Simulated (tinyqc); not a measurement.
Capacitance of parallel on-chip lines from Laplace's equation on a mesh: one step of the calculation.

Cross-section of an endless row of equal lines between two grounded planes; neighbours are driven in antiphase (+1 V and -1 V), so the plane midway between two lines is at 0 V. By symmetry one quarter is solved: x runs from the centre of a line (column 0, mirror) to that midplane (column 4, 0 V), y from the mid-height of the line (row 0, mirror) to the ground plane (row 5, 0 V). The line fills columns 0 to 2 and rows 0 to 2 at 1 V. Cells beside the line (below row 2) have e2, cells above have e1. Each link between nodes has the conductance g = mean permittivity of the two cells beside it (a cell beyond a mirror counts as 0), and the free nodes obey sum g (V_neighbour - V) = 0.

Question. Relaxation sweep. One sweep visits the free nodes row by row from row 0, left to right, and replaces V by V + om (weighted mean of the neighbours - V), using new values at once.

Parameters, values chosen for the exercise: over-relaxation factor om = 1.

V after sweep 1 (V):
```
,col 0,col 1,col 2,col 3,col 4
row 0,1.0000000,1.0000000,1.0000000,0.2500000,0.0000000
row 1,1.0000000,1.0000000,1.0000000,0.3125000,0.0000000
row 2,1.0000000,1.0000000,1.0000000,0.3139205,0.0000000
row 3,0.2500000,0.3125000,0.3281250,0.1605114,0.0000000
row 4,0.0625000,0.0937500,0.1054688,0.0664950,0.0000000
row 5,0.0000000,0.0000000,0.0000000,0.0000000,0.0000000
```

gx:
```
,col 0,col 1,col 2,col 3
row 0,1.35,1.35,1.35,1.35
row 1,2.7,2.7,2.7,2.7
row 2,3.3,3.3,3.3,3.3
row 3,3.9,3.9,3.9,3.9
row 4,3.9,3.9,3.9,3.9
row 5,1.95,1.95,1.95,1.95
```

gy:
```
,col 0,col 1,col 2,col 3,col 4
row 0,1.35,2.7,2.7,2.7,1.35
row 1,1.35,2.7,2.7,2.7,1.35
row 2,1.95,3.9,3.9,3.9,1.95
row 3,1.95,3.9,3.9,3.9,1.95
row 4,1.95,3.9,3.9,3.9,1.95
```

Find: V after sweep 2.

Answer.

V after sweep 2 (V):
```
,col 0,col 1,col 2,col 3,col 4
row 0,1.000,1.000,1.000,0.406,0.000
row 1,1.000,1.000,1.000,0.430,0.000
row 2,1.000,1.000,1.000,0.385,0.000
row 3,0.422,0.461,0.432,0.221,0.000
row 4,0.152,0.180,0.169,0.098,0.000
row 5,0.000,0.000,0.000,0.000,0.000
```

Computed by the program tinyqc: `OMP_NUM_THREADS=1 python tinyqc.py 2790135 2790136 out.jsonl`, one thread of a shared Intel Xeon 2.30GHz, about 1 s for the whole run.
